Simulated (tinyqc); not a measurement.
Frenkel-Kontorova chain: a misfit dislocation (kink) in a monolayer on a periodic substrate. From kink energy with misfit back to misfit f = (b - a)/a. Computed by tinyqc, a small Python program. Command: `OMP_NUM_THREADS=1 python tinyqc.py 3025218 3025219 out.jsonl fkchain inv`. One thread of a shared host (Intel(R) Xeon(R) Processor @ 2.30GHz), about 0.03 s of CPU time with the checks.

E = sum_j [(k/2)(x_(j+1) - x_j - b)^2 + (W/2)(1 - cos(2 pi x_j/a))], x_j = a (j + u_j). A kink takes u from 0 to 1: the chain is stretched by one period and has one atom fewer than wells.

Inputs (values chosen for the exercise, for a model overlayer):

| quantity | value | unit |
|---|---|---|
| spring constant k | 3.62 | eV/angstrom^2 |
| substrate period a | 4.19 | angstrom |
| corrugation W | 11.1 | eV |
| atomic mass M | 73.6 | u |

Constants: nu for 1 eV/(angstrom^2 u) = 15.6333042 THz.

Method. l0 = sqrt(k a^2/(2 W)); kink u(j) = (2/pi) arctan exp(pi j/l0); kink energy at f = 0: E0 = (4/pi) W l0; with misfit E0 - k a^2 f; kinks become favourable at f_c = 2/(pi l0), and a coherent chain with free ends loses stability at f_m = 1/l0. Lowest vibration of the flat chain: nu0 = 15.6333042 THz x sqrt(2 pi^2 W/(a^2 M)).

Task: A run gave the result below. Find the misfit f = (b - a)/a, known to lie between 0.44 and 1.2.

kink energy with misfit = -18.35666 eV

Result:

Each step takes the trial c = (a f_b - b f_a)/(f_b - f_a), f being the result less the target and a, b, c the logarithms of the listed values; c replaces end b, the old b replaces a if the sign of f changed, and otherwise f_a is halved.

Scan of the range:

| misfit f = (b - a)/a | kink energy with misfit (eV) |
|---|---|
| 0.440 | -4.0509 |
| 0.520 | -9.1351 |
| 0.615 | -15.1726 |
| 0.727 | -22.2906 |
| 0.859 | -30.6796 |
| 1.020 | -40.9116 |
| 1.200 | -52.3512 |

False position (Illinois rule, in the logarithm of the input) inside the bracket:

| step | end a | end b | trial | kink energy with misfit (eV) |
|---|---|---|---|---|
| 1 | 0.615000 | 0.727000 | 0.662792 | -18.2100 |
| 2 | 0.727000 | 0.662792 | 0.664999 | -18.3502 |
| 3 | 0.727000 | 0.664999 | 0.665192 | -18.3625 |
| 4 | 0.664999 | 0.665192 | 0.665100 | -18.3567 |
| 5 | 0.665192 | 0.665100 | 0.665100 | -18.3567 |

Kink energy with misfit falls at every point of a 13-point scan of the range (every second point is shown), so one value fits; it is bracketed by 0.615 and 0.727. The scan shows a straight line, so linear interpolation between any two rows gives the answer at once. Answer: misfit f = (b - a)/a = 0.6651.

Caution: a corrugation above 1 eV is larger than real overlayers usually show; it is chosen to keep the kink narrow. Caution: for l0 below about 3 the kink spans few atoms, and the continuum kink energy is off by about 2 per cent or more.
